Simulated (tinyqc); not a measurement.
## Diameter from the threshold shift

Problem. Undoped body with a flat potential across it, hard walls, transport along x. One isotropic valley (g = 1, mx = my = mz = me). Non-parabolicity enters the subband edges through E (1 + al E) = gamma, so E = 2 gamma/(1 + sqrt(1 + 4 al gamma)); motion within a subband is taken as parabolic with the band-edge mass. Energies are counted from the bulk band edge. gamma = C (2 z/(t + dl))^2 (1/my + 1/mz)/2, z the zeros of the Bessel functions J_l (2.404826, 3.831706, 5.135622, 5.520078, ...), twofold for l > 0; the mean inverse mass is an approximation for anisotropic valleys, C = hbar^2/(2 m0). Each subband has N_k = g sqrt(2 mx m0 kB T/(pi hbar^2)); without degeneracy n = exp(EF/Vt) sum N_k exp(-E_k/Vt). Classical value Nc times pi t^2/4, Nc = sum over valleys of 2 g (m m0 kB T/(2 pi hbar^2))^1.5 with m = (mx my mz)^(1/3). Threshold shift dVT = Vt ln(classical value/sum N_k exp(-E_k/Vt)). Find t and the lowest subband edge.

Inputs (values chosen for the exercise); masses close to those of InAs: temperature T = 77 K; mass at the band edge me = 0.023 m0; non-parabolicity al = 2.6 1/eV; widening of the box by penetration into the insulator dl = 0 nm.

Constants: q = 1.602176634e-19 C, kB = 1.380649e-23 J/K, hbar = 1.054571817e-34 J s, m0 = 9.1093837015e-31 kg, Vt = kB T/q, hbar^2/(2 m0) = 0.0380998212 eV nm^2. Results are converted to the units shown.

dVT = 291.91426 mV

Solution. dVT is evaluated for trial values of t with all subbands; between 1.5 and 25 nm one value matches.

t = 8.10 nm
E_1 = 319 meV

Program tinyqc, `OMP_NUM_THREADS=1 python tinyqc.py 2350101 2350102 out.jsonl`; Intel Xeon 2.30GHz, shared host, one thread, about 0.1 s.
